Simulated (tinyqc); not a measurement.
Nudged elastic band on a two-dimensional model surface: one step, computed by the program tinyqc.

V(x, y) = h u^2 + t x + (kappa/2)(y + c u)^2 with u = x^2/w^2 - 1; the path runs from the minimum near (-w, 0) to that near (w, 0).

Question. Iteration 2. Tangent at image i: towards the higher neighbour if the energies rise or fall through i; at a maximum or minimum, tau = t+ dmax + t- dmin if V(i+1) > V(i-1), else t+ dmin + t- dmax, with t+ = R(i+1) - R(i), t- = R(i) - R(i-1) and dmax, dmin the larger and smaller of |V(i+1) - V(i)| and |V(i-1) - V(i)|; then normalise. Force F = -grad V + (grad V.tau) tau + k_s (|t+| - |t-|) tau. Update R(new) = R + eta F; the end points stay fixed.

Inputs (values chosen for the exercise, for a model surface):

| quantity | value | unit |
|---|---|---|
| height h | 0.73 | eV |
| half width w | 1.3 | angstrom |
| transverse stiffness kappa | 4.5 | eV/angstrom^2 |
| curvature c | 0.81 | angstrom |
| tilt t | -0.0061 | eV/angstrom |
| spring constant k_s | 1.5 | eV/angstrom^2 |
| step factor eta | 0.058 | angstrom^2/eV |

Surface: curved double well. Climbing image: off.

images after iteration 1 (angstrom):
```
                  x          y
image 1  -0.7780041  0.1363692
image 2  -0.2578908  0.2032684
image 3   0.2621082  0.2026443
image 4   0.7819925  0.1342412
```

positions (angstrom):
```
                x          y
start   -1.298231   0.002203
end      1.301762  -0.002197
saddle  -0.003531   0.809994
```

Give: unit tangents; forces; images after iteration 2.

Answer.

unit tangents:
```
              x        y
image 1  0.9918   0.1276
image 2  1.0000  -0.0002
image 3  1.0000  -0.0012
image 4  0.9915  -0.1304
```

forces (eV/angstrom):
```
              x      y
image 1  -0.272  1.967
image 2  -0.006  2.587
image 3   0.010  2.586
image 4   0.279  1.969
```

images after iteration 2 (angstrom):
```
               x       y
image 1  -0.7938  0.2504
image 2  -0.2582  0.3533
image 3   0.2627  0.3526
image 4   0.7982  0.2485
```
